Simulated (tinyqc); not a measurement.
Transmission against energy, and which matching rule a chain obeys: heterojunction of two tight-binding chains.

Left chain: hopping -t1, sites at 2 t1 (band bottom 0). Right chain: hopping -t2, sites at dE + 2 t2 (bottom dE). t = c/(m a^2), c = hbar^2/2m0. The bond across the interface is -tc with tc = f sqrt(t1 t2), and the last left site has the extra energy U. In a chain E = bottom + 2t (1 - cos(ka)); the surface Green function of a half chain is g = -exp(ika)/t, with Im k > 0 where cos(ka) > 1.

Constants: hbar^2/2m0 = 3.80998211 eV angstrom^2.

Values chosen for the exercise (masses and offset of the size met at GaN / AlGaN; shifted at random, so the results belong to these values and not to a real crystal): a = 3 angstrom (site spacing); m1 = 0.182 m0 (mass on the left); m2 = 0.243 m0 (mass on the right); dE = 0.4 eV (band offset); f = 0.84 (factor on the interface hopping); U = 0.2 eV (extra energy on the last left site).

Chain A is the junction as given; chain B has tc = sqrt(t1 t2) and U = 0; chain C has tc = t2 and U = t2 - t1, the finite-difference form of -d/dx (c/m) d/dx. Continuum formulas T = 4 x y/(x + y)^2 with parabolic k: x, y = k/m on each side (BenDaniel-Duke) or x, y = k (slope continuous).

T:
```
E - dE (eV)  E (eV)  chain A  chain B  chain C  k/m matched  k matched
0.002         0.402   0.1429   0.2736   0.2127       0.2169     0.2787
0.005         0.405   0.2161   0.3966   0.3144       0.3201     0.4033
0.010         0.410   0.2906   0.5102   0.4126       0.4196     0.5180
0.020         0.420   0.3831   0.6350   0.5265       0.5345     0.6433
0.050         0.450   0.5285   0.7954   0.6867       0.6951     0.8030
0.100         0.500   0.6457   0.8926   0.7970       0.8047     0.8985
0.200         0.600   0.7546   0.9565   0.8823       0.8887     0.9601
0.400         0.800   0.8423   0.9883   0.9371       0.9420     0.9899
```

Chain C follows the k/m rule within 0.0083 and chain B the plain k rule within 0.0083, while the two rules differ by up to 0.1088: in B the self-energy of the right side is -t1 exp(i k2 a), so only k2 enters, and in C it is -t2 exp(i k2 a), which carries 1/m2. Chain A, with f = 0.84 and U = 0.2 eV, has an interface term of its own and lies up to 0.2669 from B and 0.1582 from C.

Computed by tinyqc, a small Python program: `OMP_NUM_THREADS=1 python tinyqc.py 1481908 1481909 out.jsonl` (the numbers bound the seed that draws the inputs); one thread of a shared host (Intel(R) Xeon(R) Processor @ 2.30GHz), about 0.01 s for the whole set of steps.
